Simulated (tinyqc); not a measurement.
Fully depleted semiconductor-on-insulator film with two gates, non-linear Poisson equation by Newton steps: one step of the calculation.

One dimension across the film, front interface at x = 0, back interface at x = ts. psi is counted from the intrinsic level, n = ni exp(psi/Vt) (source grounded), holes neglected, acceptors ionised. Gates act through Cox = eps0 eox/tox and Cbox = 3.9 eps0/tb with potentials G1 = Vg - (phiM - chi - Vt ln(Nc/ni)) and G2 = Vb - (phiB - chi - Vt ln(Nc/ni)). Classical Boltzmann densities, no interface charge, no depletion in the back plane.

Problem. Density, residual and Jacobian diagonal. Nodes 0 to 11, h = ts/11, box widths w = h (h/2 at both ends), a = eps0 eps_r/h. F_i = a (psi_(i+1) - 2 psi_i + psi_(i-1)) - q w_i (n_i + Na); F_0 = a (psi_1 - psi_0) + Cox (G1 - psi_0) - q w_0 (n_0 + Na); F_11 = a (psi_10 - psi_11) + Cbox (G2 - psi_11) - q w_11 (n_11 + Na). Diagonal b_i = -2 a - q w_i n_i/Vt, with -a - Cox and -a - Cbox in place of -2 a at the ends.

Inputs (values chosen for the exercise); band and dielectric values close to those of In0.53Ga0.47As:
- T = 350 K (temperature)
- eox = 3.9 (relative permittivity of the gate insulator (close to silicon dioxide))
- tox = 4.6 nm (insulator thickness)
- ts = 6.4 nm (film thickness)
- tb = 20 nm (buried-oxide thickness (eps_r 3.9))
- Na = 6.1e16 cm^-3 (acceptor density of the film)

Constants: q = 1.602176634e-19 C, kB = 1.380649e-23 J/K, Vt = kB T/q, eps0 = 8.8541878128e-14 F/cm where lengths are in cm. Results are converted to the units shown.

psi at the start, node 0 to 11 (V): [0.1, 0.1, 0.1, 0.1, 0.1, 0.1, 0.1, 0.1, 0.1, 0.1, 0.1, 0.1]
ni = 6.2382012e12 cm^-3
a = 20.696664 uF/cm^2
G1 = 1.0014160 V
G2 = -0.37858401 V

Wanted: n; residual F; diagonal b.

Solution.

n, node 0 to 11 (cm^-3): [1.7179e14, 1.7179e14, 1.7179e14, 1.7179e14, 1.7179e14, 1.7179e14, 1.7179e14, 1.7179e14, 1.7179e14, 1.7179e14, 1.7179e14, 1.7179e14]
residual F, node 0 to 11 (in units of 1e-7 C/cm^2): [6.7639, -0.0057, -0.0057, -0.0057, -0.0057, -0.0057, -0.0057, -0.0057, -0.0057, -0.0057, -0.0057, -0.8292]
diagonal b, node 0 to 11 (F/cm^2): [-2.1447e-5, -4.1393e-5, -4.1393e-5, -4.1393e-5, -4.1393e-5, -4.1393e-5, -4.1393e-5, -4.1393e-5, -4.1393e-5, -4.1393e-5, -4.1393e-5, -2.0869e-5]

Range of the model: In so thin a film or at such density quantum confinement moves the charge away from the interfaces and raises the threshold.

Computed by the program tinyqc: `OMP_NUM_THREADS=1 python tinyqc.py 2190019 2190020 out.jsonl`, one thread of a shared Intel Xeon 2.30GHz, about 0.4 s for the whole run.
